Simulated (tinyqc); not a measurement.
# Admittance spectroscopy of a deep trap: effects of single changes

Schottky contact on an n-type layer with shallow donors Nd (all ionised) and a donor-like deep trap, neutral when filled and positive when empty; depletion approximation. Traps within lam of the depletion edge stay filled. The traps at xt = W - lam, where the level crosses the Fermi level, follow a slow signal and not a fast one. w = 2 pi f.

Inputs (values chosen for the exercise); material values close to those of silicon:
```
symbol    value   unit                                      meaning
eps_r      11.5                               relative permittivity
Nc      2.78e19  cm^-3   conduction-band density of states at 300 K
vth       2.3e7   cm/s                    thermal velocity at 300 K
Nd         3e15  cm^-3                        shallow donor density
Vbi        0.58      V                             built-in voltage
Et         0.27     eV  depth of the trap below the conduction edge
sn      3.3e-17   cm^2                        capture cross-section
Nt       1.4e15  cm^-3                                 trap density
Vr            0      V                                 reverse bias
T           258      K                                  temperature
```

Constants: q = 1.602176634e-19 C, kB = 1.380649e-23 J/K, eps0 = 8.8541878128e-14 F/cm where lengths are in cm. Results are converted to the units shown.

Each table varies one quantity; the others keep the values above.

## Effect of the trap density

Emission rate en = sn vth(T) Nc(T) exp(-Et/kB T) = sn g T^2 exp(-Et/kB T), g = vth Nc/(300 K)^2, as vth goes as T^0.5 and Nc as T^1.5 (degeneracy factor 1). lam = sqrt(2 eps0 eps_r (EF - ET)/(q Nd)), EF - ET = Et - (kB T/q) ln(Nc(T)/Nd), Nc(T) = Nc (T/300 K)^1.5. In the steady state at the band bending V, 2 eps0 eps_r V/q = Nd W^2 + Nt (W - lam)^2 (the second term only if W > lam). V = Vbi + Vr. C_HF = eps0 eps_r/W, C_LF = eps0 eps_r (Nd + Nt)/(Nd W + Nt xt). Inflection frequency w0 = 2 en [1 + Nt xt/(Nd W)]; C = C_HF + (C_LF - C_HF)/(1 + (w/w0)^2), G/w = (C_LF - C_HF)(w/w0)/(1 + (w/w0)^2).

Effect of the trap density:
```
Nt (cm^-3)  W (nm)  step (% of C_HF)  w0/(2 en)
6.5e13       493.5            0.7560      1.014
1.5e14       490.7             1.724      1.032
3.6e14       484.0             4.021      1.077
8.3e14       470.6             8.743      1.174
1.9e15       446.1             17.89      1.385
4.5e15       406.4             34.73      1.856
1.1e16       355.2             62.93      2.864
```

What does the comparison show?

The step rises from 0.756 to 62.9 %, as Nt^(0.99) between the first two rows and Nt^(0.66) between the last two, and w0/(2 en) rises from 1.01 to 2.86: for Nt near Nd the rule w0 = 2 en overstates the cross-section by that factor.

## Effect of the bias

Same model as above.

V = Vbi + Vr.

Effect of the bias:
```
Vr (V)  W (nm)     xt/W  C_HF (nF/cm^2)  step (nF/cm^2)  step (% of C_HF)
0       456.72  0.61771          22.294          3.0874            13.848
0.9     704.34  0.75211          14.456          1.2379            8.5628
1.7     863.04  0.79769          11.798         0.81172            6.8800
2.6     1010.6  0.82722          10.076         0.58615            5.8173
3.4     1124.7  0.84476          9.0532         0.47041            5.1961
4.3     1240.1  0.85920          8.2110         0.38510            4.6900
5.1     1333.9  0.86911          7.6334         0.33173            4.3458
6       1431.9  0.87806          7.1113         0.28705            4.0365
```

What does the comparison show, and why?

xt/W rises from 0.618 to 0.878 since lam stays at 175 nm, and the relative step falls from 13.8 to 4.04 %: the nearer xt lies to W in proportion, the less the traps add.

Numbers from tinyqc (`OMP_NUM_THREADS=1 python tinyqc.py 2050057 2050058 out.jsonl`; about 0.01 s on one thread of a shared Intel Xeon 2.30GHz).
